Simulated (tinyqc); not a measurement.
Cahn-Hilliard equation on a periodic one-dimensional grid: one step, computed by the program tinyqc. Command: `OMP_NUM_THREADS=1 python tinyqc.py 3017932 3017933 out.jsonl cahn walk`. One thread of a shared host (Intel(R) Xeon(R) Processor @ 2.30GHz), about 0.06 s of CPU time with the checks.

Free energy F = h sum_j [A (c_j^2 - 1)^2/4 + (kappa/2) ((c_(j+1) - c_j)/h)^2]; dc/dt = Lap(mu), mu = A (c^3 - c) - kappa Lap(c), Lap(y)_j = (y_(j+1) - 2 y_j + y_(j-1))/h^2, mobility 1; the grid has n = 16 points.

Question. Linear stability. f'' = A (3 c0^2 - 1). Mode m has lambda_m = (4/h^2) sin^2(pi m/n) and the rate w_m = -lambda_m (f'' + kappa lambda_m). In the continuum the fastest wavelength is 2 pi sqrt(2 kappa/|f''|) with the rate f''^2/(4 kappa). Explicit steps near c = +-1, where f'' = 2A, are stable for dt < 2/(16 kappa/h^4 + 8 A/h^2).

Inputs (values chosen for the exercise, in reduced units):

| quantity | value | unit |
|---|---|---|
| spacing h | 1.4 | - |
| well depth A | 1 | - |
| gradient coefficient kappa | 0.83 | - |
| mean composition c0 | -0.26 | - |

Give: f''; Modes of the grid; fastest wavelength; largest rate; explicit limit of dt.

Answer.

f'' = -0.7972

Modes of the grid:

| m | lambda_m | w_m |
|---|---|---|
| 1 | 0.078 | 0.057 |
| 2 | 0.299 | 0.164 |
| 3 | 0.630 | 0.173 |
| 4 | 1.020 | -0.051 |
| 5 | 1.411 | -0.527 |
| 6 | 1.742 | -1.130 |
| 7 | 1.963 | -1.634 |
| 8 | 2.041 | -1.830 |

fastest wavelength = 9.067

largest rate = 0.1914

explicit limit of dt = 0.2653
